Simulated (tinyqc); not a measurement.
Solid solubility of a dopant against its melt (retrograde solidus), clustering and the electrically active fraction: one step, computed by the program tinyqc.

Question. Liquidus and solidus at T. x_l and x_s are atom fractions of the dopant in melt and solid; the solid is dilute. Liquidus of the host: R T ln(1 - x_l) + L x_l^2 = -H_f (1 - T/T_m). Distribution: k = x_s/x_l = exp[L (1 - x_l)^2/(R T)] exp(S/k_B - H/(k_B T)), the first factor being the activity coefficient in the melt. Solubility = x_s N0; at T_m x_l = 0.

Inputs (values chosen for the exercise, of the order of those of aluminium in silicon for the solubility): melting point of the host T_m = 1687 K; heat of melting of the host H_f = 50.2 kJ/mol; interaction L of the melt = -3.6 kJ/mol; enthalpy of transfer from melt to solid H = 0.623 eV; entropy of transfer S = -1.55 k_B; site density N0 = 5e+22 1/cm^3; temperature T = 1080 K.

Constants: R = 8.314462618 J/(mol K); k_B = 8.617333262e-05 eV/K.

Give: x_l; distribution coefficient k; x_s; solubility; k at the melting point.

Answer.

x_l = 0.8243

distribution coefficient k = 2.596e-04

x_s = 2.140e-04

solubility = 1.070e+19 1/cm^3

k at the melting point = 0.002261

k has changed by a factor 0.11 from its value at T_m, while x_l has grown from 0 to 0.824.
